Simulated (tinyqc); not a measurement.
# Changing the time step dt

Model: finite-difference solution of the diffusion equation on a small grid. Computed by tinyqc, a small Python program. Command: `OMP_NUM_THREADS=1 python tinyqc.py 3012092 3012093 out.jsonl fdiff sweep`. One thread of a shared host (Intel(R) Xeon(R) Processor @ 2.30GHz), about 0.01 s of CPU time with the checks.

dC/dt = D d2C/dx2 on nodes x_j = j dx, j = 0..11; the far end is sealed.

Inputs (values chosen for the exercise): diffusivity D = 1.3 nm^2/s; grid spacing dx = 10 nm; final time t_f = 280 s.

Boundary at x = 0: sealed surface. Scheme: explicit.

start values C_j, j = 0, 1, ... (% of a reference): 63.5  100  52.7  34.6  2.6  0  0  0  0  0  0  0

Method:
- The operator M acts as (M C)_j = C_(j-1) - 2 C_j + C_(j+1); at the sealed far end a mirror node gives 2 C_(N-2) - 2 C_(N-1); at j = 0, a mirror node gives 2 C_1 - 2 C_0.
- r = D dt/dx^2.
- With r = D dt/dx^2: (1 - theta r M) C(new) = (1 + (1 - theta) r M) C(old); theta = 0 explicit, 1 implicit, 1/2 Crank-Nicolson.
- The run takes n = round(t_f/dt) steps of length t_f/n.
- The dose is the trapezoidal sum of C dx; the error is the largest difference from exp(M D t/dx^2) C(0), the exact time evolution on the same grid.

One run for each value:
```
time step dt (s)  largest error at t_f (%)  mesh ratio r  final C_6 (%)  final dose (% nm)
1.09375                            0.03460       0.01422         9.5609             2216.5
2.18750                            0.06931       0.02844         9.5753             2216.5
4.37500                            0.13905       0.05688         9.6044             2216.5
8.75000                            0.27975       0.11375         9.6636             2216.5
17.50000                           0.56577       0.22750         9.7863             2216.5
```

Describe and explain the trends.

Over the rows, largest error at t_f (%) rises from 0.0346 to 0.566 (exponent d ln y / d ln x about 1.0 throughout). The exponent of largest error at t_f stays between 1.00 and 1.02, near 1: first order in the step.

Extremes, crossings and ranges named in words are read from the listed rows.
